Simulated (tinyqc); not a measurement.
# FinFET, parasitic resistance, capacitance and delay: effects of single changes

Nf fins under one contact; each has gated perimeter p = 2 Hf + Wf and cross-section A = Hf Wf; contact width Wc = Nf pf, stack height Hs = Hf. Contact length Lc = CPP - Lg - 2 Lsp, shared by two neighbouring gates. Source and drain sides are equal. The formulas are first-order estimates, not field solutions.

Values chosen for this exercise; values close to those of silicon logic devices: temperature T = 300 K; number of fins Nf = 3; fin height Hf = 42 nm; fin width Wf = 8 nm; fin pitch pf = 34 nm; contacted gate pitch CPP = 48 nm; gate length Lg = 20 nm; spacer length Lsp = 7 nm; relative permittivity of the spacer ks = 4; gate height above the channel stack Hc = 25 nm; contact resistivity rc = 1.5e-9 ohm cm^2; resistivity of the source-drain epitaxy re = 0.00025 ohm cm; current-carrying depth of the epitaxy te = 30 nm; resistivity of the extension rx = 0.0013 ohm cm; gate overlap Lov = 0.5 nm; inversion capacitance Cinv = 3.3 uF/cm^2; injection velocity vx = 8.3e6 cm/s; apparent mobility mu = 210 cm^2/(V s); threshold at zero drain voltage VT = 0.18 V; barrier lowering dl = 0.027 V/V; subthreshold factor n = 1.26; wire load Cw = 0.38 fF; supply voltage Vdd = 0.6 V.

Constants: q = 1.602176634e-19 C, kB = 1.380649e-23 J/K, eps0 = 8.8541878128e-12 F/m, Vt = kB T/q. Results are converted to the units shown.

Each table varies one quantity; the others keep the values above.

## Effect of the relative permittivity of the spacer

Epitaxy sheet resistance Rsh = re/te, transfer length LT = sqrt(rc/Rsh), contact Rc = [sqrt(rc Rsh)/Wc] coth(Lc/(2 LT)); extension of one fin Rx = rx Lsp/A. With N fins: gate Cg = Cinv p N Lg; per side, plate Cp = ks eps0 [Wc (Hs + Hc) - N A]/Lsp, top fringe Cf = (2/pi) ks eps0 Wc ln(1 + Lg/(2 Lsp)), overlap Co = Cinv p N Lov. One fin: I = p Q vx u/(1 + |u|^1.8)^(1/1.8), Q = Cinv n Vt ln(1 + exp((Vg' - VT + dl Vd')/(n Vt))), u = Vd' mu/(vx Lg), Vg' = Vgs - v, Vd' = Vds - 2 v, with the drop on each side v = Rc (sum of I) + Rx I. Ieff = [I(Vgs = Vdd, Vds = Vdd/2) + I(Vdd/2, Vdd)]/2, total currents. With Cs = Cp + Cf + Co, the load of an inverter of two such devices driving an equal one is CL = 2 (Cg + 2 Cs) + 4 Cs + Cw (own drains counted twice for the Miller effect); delay CL Vdd/(2 Ieff).

The same in every row: Rc (ohm) = 212.0; Rx/N (ohm) = 90.28; Ieff (uA) = 157.7.

Effect of the relative permittivity of the spacer:
```
ks   CL (aF)  delay (ps)
1      843.8       1.605
2      906.8       1.725
3      969.9       1.845
4       1033       1.965
5.5     1127       2.145
7       1222       2.325
```

As ks goes from 1 to 7, Ieff stays at 158 uA, CL rises from 844 to 1220 aF and the delay rises from 1.61 to 2.32 ps.

## Effect of the wire load

Same model as above.

The same in every row: Rc (ohm) = 212.0; Rx/N (ohm) = 90.28; Ieff (uA) = 157.7.

Effect of the wire load:
```
Cw (fF)  CL (aF)  delay (ps)
0.02       672.9       1.280
0.043      695.9       1.324
0.093      745.9       1.419
0.2        852.9       1.622
0.43        1083       2.060
0.93        1583       3.011
2           2653       5.046
```

What does the table show?

As Cw goes from 0.02 to 2 fF, Ieff stays at 158 uA, CL rises from 673 to 2650 aF and the delay rises from 1.28 to 5.05 ps.

## Effect of the fin height

Same model as above.

The same in every row: Rc (ohm) = 212.0.

Effect of the fin height:
```
Hf (nm)  Rx/N (ohm)  Ieff (uA)  CL (aF)  delay (ps)
20            189.6      89.15    771.8       2.597
30            126.4      122.0    890.5       2.191
40            94.79      152.0     1009       1.992
50            75.83      179.5     1128       1.885
60            63.19      204.6     1247       1.828
70            54.17      227.4     1365       1.801
80            47.40      248.2     1484       1.794
90            42.13      267.0     1603       1.800
```

As Hf goes from 20 to 90 nm, Ieff rises from 89.2 to 267 uA, CL rises from 772 to 1600 aF and the delay goes from 2.60 through a minimum of 1.79 (at Hf = 80 nm among the rows listed) to 1.80 ps. From the first row to the last Ieff grows by a factor of 3.00 and CL by 2.08; the first step changes the delay by -16 %, the last by 0.37 %.

tinyqc, about 0.04 s, one thread, Intel Xeon 2.30GHz (shared host): `OMP_NUM_THREADS=1 python tinyqc.py 2170153 2170154 out.jsonl`
